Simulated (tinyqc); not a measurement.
Against the doping: grain-boundary trapping model (Seto) of a polycrystalline semiconductor film. Computed by tinyqc, a small Python program. Command: `OMP_NUM_THREADS=1 python tinyqc.py 3009061 3009062 out.jsonl poly walk`. One thread of a shared host (Intel(R) Xeon(R) Processor @ 2.30GHz), about 0.01 s of CPU time with the checks.

Grains of equal size L are joined by thin boundaries with one trap level. Trapped carriers deplete a width W on each side and raise a barrier, crossed by thermionic emission. Dopants are fully ionised, statistics are non-degenerate and mu_g does not depend on T.

Inputs (values chosen for the exercise, modelled on polycrystalline ZnO):
```
quantity                                     value        unit
permittivity eps                               8.3           -
effective mass m                              0.28         m_0
effective density of states at 300 K, N_c  3.8e+18      1/cm^3
grain size L                                    36          nm
trap density Q_t                           5.3e+12      1/cm^2
trap level E_t below the band edge            0.52          eV
mobility inside the grains mu_g                110  cm^2/(V s)
temperature T                                  250           K
```

Grain interior: resistance included.

Constants: e = 1.602176634e-19 C; eps_0 = 8.8541878128e-12 F/m; k_B = 8.617333262e-05 eV/K; m_0 = 9.1093837015e-31 kg; k_B = 1.380649e-23 J/K.

Method:
- If all traps fill, the grain is just depleted at N* = Q_t/L, with the barrier e Q_t L/(8 eps eps_0).
- N_c(T) = N_c (T/300 K)^(3/2). Filled traps Q = Q_t/(1 + (1/2) exp((E_t* - E_F)/k_B T)), where E_t* = e V_B - E_t and E_F are counted from the band edge at the grain centre. Partial depletion: Q = 2 N W, V_B = e N W^2/(2 eps eps_0), E_F = k_B T ln(N/N_c); solve for W. If that W would exceed L/2 the grain is fully depleted: W = L/2, Q = N L, and E_F follows from the trap equation. Centre density n_0 = N_c exp(E_F/k_B T).
- Boundary: sigma_b = L e^2 n_0 exp(-e V_B/k_B T)/sqrt(2 pi m k_B T); drift through the grain, depleted parts included: rho_g = [(1 - 2W/L) + (2W/L) int_0^1 exp(y^2 s^2) ds]/(e n_0 mu_g); rho = 1/sigma_b + rho_g. Mean carrier density n_av = n_0 [(1 - 2W/L) + (2W/L) (sqrt(pi)/2) erf(y)/y], y = sqrt(e V_B/k_B T); effective mobility 1/(e n_av rho).

N* = 1.47222e+18 1/cm^3

The same film:
```
N (1/cm^3)  W (nm)  V_B (V)  mean density (1/cm^3)  mobility (cm^2/(V s))  rho (ohm cm)
4.40e+16    18.000  0.01554             2.4227e+06             8.5823e+01    3.0018e+10
1.50e+17    18.000  0.05298             3.4711e+07             4.2471e+01    4.2338e+09
3.70e+17    18.000  0.13068             2.4740e+09             3.0310e+00    8.3234e+08
7.40e+17    18.000  0.26135             2.2704e+12             1.2586e-02    2.1843e+08
1.20e+18    18.000  0.42382             1.4653e+16             9.3707e-06    4.5457e+07
1.80e+18    14.614  0.41905             6.3226e+17             6.8417e-06    1.4429e+06
2.90e+18     9.138  0.26396             1.8005e+18             5.1700e-03    6.7051e+02
5.90e+18     4.492  0.12975             4.9592e+18             1.9003e+00    6.6230e-01
1.50e+19     1.767  0.05103             1.4350e+19             4.2558e+01    1.0220e-02
5.90e+19     0.449  0.01297             5.8751e+19             8.7318e+01    1.2167e-03
```

The barrier peaks among these rows at N = 1.2e18 (0.424 V) and the mobility has its minimum at 1.8e18; N* is 1.5e18. While the grain is fully depleted (W = L/2) V_B grows as N; once all traps are filled it falls as 1/N (last exponent -1.00). Partly depleted rows (W < L/2) with e V_B below 2 k_B T stretch the depletion approximation. Where N approaches N_c the non-degenerate statistics fail. rho drops most steeply, as N^-16.1, between 1.8e18 and 2.9e18.

Extremes, crossings and ranges named in words are read from the listed rows.
